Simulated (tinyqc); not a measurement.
# Vibrations of a mass or spring defect in a linear chain, step by step

A worked calculation. Computed by tinyqc, a small Python program that keeps every step. Command: `OMP_NUM_THREADS=1 python tinyqc.py 3027089 3027090 out.jsonl localmode walk`. One thread of a shared host (Intel(R) Xeon(R) Processor @ 2.30GHz), about 0.01 s of CPU time with the checks. Intermediate numbers are printed to about 6 digits and carried at full precision; extremes and crossings named in words are read from the listed rows.

A ring of N atoms with nearest-neighbour springs k and motion along the chain. Atom 1 is the defect, of mass M', and its two springs are k'. All other atoms have the mass M.

Inputs (values chosen for the exercise, for a model chain):

| quantity | value | unit |
|---|---|---|
| spring constant k | 4.05 | eV/angstrom^2 |
| host mass M | 53.5 | u |
| defect mass M' | 19.4 | u |
| spring ratio k'/k at the defect | 1 | - |
| atoms in the ring N | 6 | - |
| isotope mass step | 2 | u |

Host: monatomic.

Constants: nu for 1 eV/(angstrom^2 u) = 15.6333042 THz.

## Band edges of the host

Host band: lambda from 0 to 4k/M. nu = 15.6333042 THz x sqrt(lambda), lambda in eV/(angstrom^2 u).

band edges (THz): 0.00000  8.60263

## Dynamical matrix of the ring

D_ii = (sum of the two springs at i)/M_i, D_ij = -k_ij/sqrt(M_i M_j) for neighbours, closed into a ring.

D (eV/(angstrom^2 u)):
```
           1          2          3          4          5          6
1   0.417526  -0.125712   0.000000   0.000000   0.000000  -0.125712
2  -0.125712   0.151402  -0.075701   0.000000   0.000000   0.000000
3   0.000000  -0.075701   0.151402  -0.075701   0.000000   0.000000
4   0.000000   0.000000  -0.075701   0.151402  -0.075701   0.000000
5   0.000000   0.000000   0.000000  -0.075701   0.151402  -0.075701
6  -0.125712   0.000000   0.000000   0.000000  -0.075701   0.151402
```

## Frequencies of the ring

Diagonalise D and leave out the zero eigenvalue of the uniform shift.

nonzero frequencies (THz): 4.3013  4.7930  7.4501  8.0868  11.1661

1 mode(s) lie outside the host bands, at 11.166 THz.

## The highest mode of a long ring

The same matrix for 120 atoms; amplitudes are the mass-weighted eigenvector, in size, relative to the defect, for the highest mode; its weight is the squared component of the normalised eigenvector on the defect.

highest frequency, long ring = 11.1643 THz

weight of the highest mode on the defect = 0.778539

amplitudes on atoms 1 to 8: 1.00000e+00  3.67768e-01  8.14463e-02  1.80372e-02  3.99454e-03  8.84635e-04  1.95912e-04  4.33870e-05

ratio to the top of the host band = 1.29778

A local mode: it lies 29.8 % above the host band and its amplitude falls by a factor 20.39 every two atoms beyond the first neighbour.

## Closed form for a light mass defect

With eps = 1 - M'/M and unchanged springs, the Green-function condition of the infinite chain gives nu = nu_max/sqrt(1 - eps^2), with nu_max the upper band edge, and the displacement alternates in sign and falls by (1 - eps)/(1 + eps) an atom.

eps = 0.637383

local-mode frequency = 11.1643 THz

decay factor per atom = 0.221461

## Convergence with the size of the ring

The formulas are those given above.

Highest mode:

| N | frequency (THz) | weight on the defect | modes outside the bands |
|---|---|---|---|
| 4 | 11.2000 | 0.760279 | 1 |
| 6 | 11.1661 | 0.776801 | 1 |
| 8 | 11.1644 | 0.778414 | 1 |
| 12 | 11.1643 | 0.778538 | 1 |
| 20 | 11.1643 | 0.778539 | 1 |
| 40 | 11.1643 | 0.778539 | 1 |
| 80 | 11.1643 | 0.778539 | 1 |
| 120 | 11.1643 | 0.778539 | 1 |

The local mode is within 0.01 % of its final value from N = 8 on, and its weight on the defect settles at 0.779: a bound mode needs only a cell larger than its decay length.

## Isotope shift of the local mode

Raise M' by the isotope step in the 120-atom ring. First order, good only for a step much smaller than M': Delta nu/nu = -(1/2) (weight on the defect) Delta M'/M'; a defect vibrating against fixed neighbours would give sqrt(M'/(M' + step)) - 1.

shift, exact = -3.68162 %

shift, first order = -4.01309 %

shift, fixed neighbours = -4.78750 %

The shift is 77 % of the fixed-neighbour value; all other atoms together carry 22 % of the kinetic energy of the mode.

Checks made by the program: closed form against the long ring (relative difference below 1e-10).
